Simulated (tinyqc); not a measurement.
## Wide-gap-emitter heterojunction bipolar transistor, Gummel numbers and transit times: effect of the temperature

One-dimensional n-p-n transistor in the forward active mode at low injection. In the base p(x) = NB exp(-eta x/wb) and ni(x)^2 = ni^2 exp((g0 + g1 x/wb)/Vt); electrons leave the base at vsat; band spikes at the emitter junction and recombination inside the emitter are ignored.

Nc and Nv are given at 400 K and scale as (T/400 K)^1.5; all else is held fixed. f(x) = p(x) ni^2/ni(x)^2; I(x) = integral from x to wb of f/Dn, plus f(wb)/vsat; base Gummel number GB = I(0); electron density per unit flux n/(J/q) = I/f; base transit time tauB = integral of I/f over the base. ni = sqrt(Nc Nv) exp(-Eg/(2 Vt)), Eg in volts; GE = NE exp(-gE/Vt)(we/Dp + 1/Se); JC = J0 exp(VBE/Vt), J0 = q ni^2/GB; gain limited by back injection GE/GB, by base recombination tb/tauB, together 1/beta = the sum of the inverses; collector layer one-sided, Wc = sqrt(2 eps0 eps_r (Vbc + VCB)/(q NC)), Vbc = Vt ln(p(wb) NC/ni^2), Cjc = eps0 eps_r/Wc; Early voltage VA = GB q p(wb)/(f(wb) Cjc [1/Dn - (eta + g1/Vt)/(wb vsat)]), f(wb) = p(wb) exp(-(g0 + g1)/Vt), p(wb) = NB exp(-eta); tauC = Wc/(2 vsat). Peak fT here means 1/(2 pi (tauB + tauC + Rc Cjc)); base sheet resistance 1/(q mp times the integral of p).

Inputs (values chosen for the exercise); band and dielectric values close to those of gallium arsenide:

| symbol | value | unit | meaning |
|---|---|---|---|
| Eg | 1.39 | eV | band gap |
| eps_r | 13 |  | relative permittivity |
| Nc | 6.65e17 | cm^-3 | conduction-band density of states at the reference temperature |
| Nv | 1.37e19 | cm^-3 | valence-band density of states at the reference temperature |
| vsat | 7.97e6 | cm/s | saturation velocity |
| wb | 95 | nm | neutral base width |
| NB | 3.2e19 | cm^-3 | base doping at the emitter edge |
| eta | 0 |  | doping falls as exp(-eta x/wb) |
| g0 | 0 | eV | gap reduction at the emitter edge of the base |
| g1 | 0.027 | eV | further gap reduction across the base (linear) |
| Dn | 31 | cm^2/s | electron diffusion coefficient in the base |
| NE | 6.4e17 | cm^-3 | emitter doping |
| gE | -0.25 | eV | gap reduction in the emitter (negative: wider gap) |
| we | 59 | nm | neutral emitter width |
| Dp | 2.9 | cm^2/s | hole diffusion coefficient in the emitter |
| Se | 2e6 | cm/s | recombination velocity at the emitter contact |
| tb | 2e-10 | s | electron lifetime in the base |
| NC | 1.5e16 | cm^-3 | collector doping |
| VCB | 1.5 | V | collector-base reverse bias |
| Rc | 7.1 | ohm um^2 | emitter plus collector resistance |
| mp | 150 | cm^2/(V s) | hole mobility in the base |

Constants: q = 1.602176634e-19 C, kB = 1.380649e-23 J/K, Vt = kB T/q, eps0 = 8.8541878128e-14 F/cm where lengths are in cm. Results are converted to the units shown.

The same in every row: base sheet resistance (kohm) = 0.1369.

Effect of the temperature:
```
T (K)	GB (s/cm^4)	GE/GB	tb/tauB	beta	VA (V)	tauB (ps)	tauC (ps)	peak fT (GHz)
240	6.564e12	4.392e4	121.2	120.8	1.175e4	1.650	3.284	32.24
280	7.213e12	7108	114.1	112.3	9180	1.753	3.275	31.64
320	7.761e12	1809	108.8	102.7	7744	1.837	3.265	31.18
360	8.230e12	623.0	104.9	89.76	6833	1.907	3.254	30.83
400	8.634e12	265.3	101.7	73.53	6204	1.966	3.242	30.55
440	8.985e12	131.8	99.18	56.60	5743	2.016	3.230	30.33
480	9.292e12	73.59	97.09	41.86	5390	2.060	3.217	30.15
```

As T goes from 240 to 480, beta falls from 121 to 41.9, VA falls from 11800 to 5390 V, the peak fT falls from 32.2 to 30.1 GHz and the base sheet resistance stays at 0.137 kohm. The product beta VA changes by a factor of 0.159. Back injection is the tighter limit for T = 480, base recombination elsewhere.

Range of the model: Heavy doping makes emitter or base degenerate; gE and g0 are to be read as apparent gap changes that include this.

tinyqc, about 0.01 s, one thread, Intel Xeon 2.30GHz (shared host): `OMP_NUM_THREADS=1 python tinyqc.py 2320104 2320105 out.jsonl`
